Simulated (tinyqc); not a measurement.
Thermal RC ladder, step response: two steps of the calculation.

A ladder of 3 nodes: R_i joins node i to node i + 1, the last R to the ambient; C_i is the heat capacity of node i; theta is the rise above ambient, zero at t = 0. d theta/dt = -A theta + b with b = (Pw/C_1, 0, ...), times in ms.

Values chosen for this exercise:
```
symbol               value  unit                           meaning
R       [0.27, 0.14, 0.56]   K/W  resistances, junction to ambient
C          [0.35, 4.3, 28]  mJ/K      heat capacities of the nodes
Pw                      29     W        power at node 1 from t = 0
dt                    0.13    ms                         time step
```

Question 1. Time constants and Foster resistances. A = C^(-1) K, K_ii = 1/R_(i-1) + 1/R_i (no first term for node 1), K_(i,i+1) = K_(i+1,i) = -1/R_i. The time constants tau_k are the inverse eigenvalues of A; the rise of node 1 per watt is Z(t) = sum_k r_k (1 - exp(-t/tau_k)), with r_k = v_k1^2 tau_k/C_1 and v_k the unit eigenvectors of C^(-1/2) K C^(-1/2).

Give: tau_k, rising; r_k.

Answer 1.

tau_k, rising (ms): [0.08627, 0.5625, 18.38]
r_k (K/W): [0.2216, 0.1435, 0.6048]

The r_k add up to the sum of the R_i, 0.9700 K/W; the slowest constant is 213 times the fastest.

Question 2. One time step. Implicit Euler: (1 + dt A) theta(new) = theta + dt b.

A (1/ms):

|  | node 1 | node 2 | node 3 |
|---|---|---|---|
| node 1 | 10.582011 | -10.582011 | 0.000000 |
| node 2 | -0.861326 | 2.522456 | -1.661130 |
| node 3 | 0.000000 | -0.255102 | 0.318878 |

theta after step 2 (K): node 1 7.0662893, node 2 0.9068938, node 3 0.0412355

Wanted: theta after step 3.

Answer 2.

theta after step 3 (K): node 1 8.3181, node 2 1.3980, node 3 0.0841

tinyqc, about 0.01 s, one thread, Intel Xeon 2.30GHz (shared host): `OMP_NUM_THREADS=1 python tinyqc.py 2520153 2520154 out.jsonl`
